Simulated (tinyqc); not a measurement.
p-n diode with diffusion and depletion-layer recombination: one step of the calculation.

Abrupt junction in the depletion approximation, low injection, full ionisation, neutral widths fixed, ohmic contact on the p side. Vj is the junction voltage; where a series resistance Rs is given, V = Vj + J Rs is the terminal voltage.

Task. Diffusion lengths and saturation currents. ni = sqrt(Nc Nv) exp(-Eg/(2 Vt)), Eg in volts; D = mu Vt; Ln = sqrt(Dn tn), Lp = sqrt(Dp tp); J0n = q ni^2 Dn coth(wp/Ln)/(Ln Na); J0p = (q ni^2 Dp/(Lp Nd)) (s + tanh(wn/Lp))/(1 + s tanh(wn/Lp)), s = Sp Lp/Dp.

Values chosen for this exercise; band and dielectric values close to those of silicon: temperature T = 300 K; band gap Eg = 1.14 eV; conduction-band density of states at T Nc = 2.75e19 cm^-3; valence-band density of states at T Nv = 2.66e19 cm^-3; acceptor density Na = 9.9e17 cm^-3; donor density Nd = 6.6e17 cm^-3; electron mobility in the p side mun = 250 cm^2/(V s); hole mobility in the n side mup = 140 cm^2/(V s); electron lifetime tn = 2e-6 s; hole lifetime tp = 9e-9 s; neutral width of the p side wp = 1.1 um; neutral width of the n side wn = 1.5 um; recombination velocity at the n contact Sp = 3000 cm/s.

Constants: q = 1.602176634e-19 C, kB = 1.380649e-23 J/K, Vt = kB T/q. Results are converted to the units shown.

Give: ni; Ln; Lp; J0n; J0p.

Result.

ni = 7.187e9 cm^-3
Ln = 35.95 um
Lp = 1.805 um
J0n = 4.913e-13 A/cm^2
J0p = 1.895e-13 A/cm^2

wp/Ln = 0.031 and wn/Lp = 0.83; electrons carry 72.2 % of the diffusion current.

Numbers from tinyqc (`OMP_NUM_THREADS=1 python tinyqc.py 2260049 2260050 out.jsonl`; about 0.01 s on one thread of a shared Intel Xeon 2.30GHz).
